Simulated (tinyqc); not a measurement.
Switching kinetics of a ferroelectric film and the memory window of a ferroelectric gate stack: one step, computed by the program tinyqc.

Fields in MV/cm; 1 microcoulomb/cm^2 over eps_0 is 11.29409 MV/cm. In the stack (metal, ferroelectric, interlayer, channel) the channel is taken as a conductor.

Problem. Memory window. Saturated branches: P(E) = P_s tanh[(E -/+ E_c)/(2 delta)], delta = E_c/ln[(1 + P_r/P_s)/(1 - P_r/P_s)]; D = P + eps_0 eps_F E. At threshold the channel charge is negligible, so D = 0 on each branch: (1 - s) P(E) + eps_0 eps_F E = 0, with the screened share s. The rising branch has the root E0 between 0 and E_c; window = 2 E0 t_F; its upper bound is 2 E_c t_F.

Inputs (values chosen for the exercise, for a model film):
```
quantity                                 value               unit
saturation polarisation P_s                 26  microcoulomb/cm^2
ratio P_r/P_s                             0.88                  -
coercive field E_c                         1.1              MV/cm
permittivity of the ferroelectric eps_F     29                  -
thickness t_F                               11                 nm
share s of P screened by trapped charge   0.53                  -
```

delta = 0.3997768 MV/cm

Give: field E0; memory window; bound 2 E_c t_F; fixed-charge estimate 2 (1 - s) P_r t_F/(eps_0 eps_F).

Solution.

field E0 = 0.9400 MV/cm

memory window = 2.068 V

bound 2 E_c t_F = 2.42 V

fixed-charge estimate 2 (1 - s) P_r t_F/(eps_0 eps_F) = 9.214 V

The window is limited by the coercive field: more polarisation would add little.
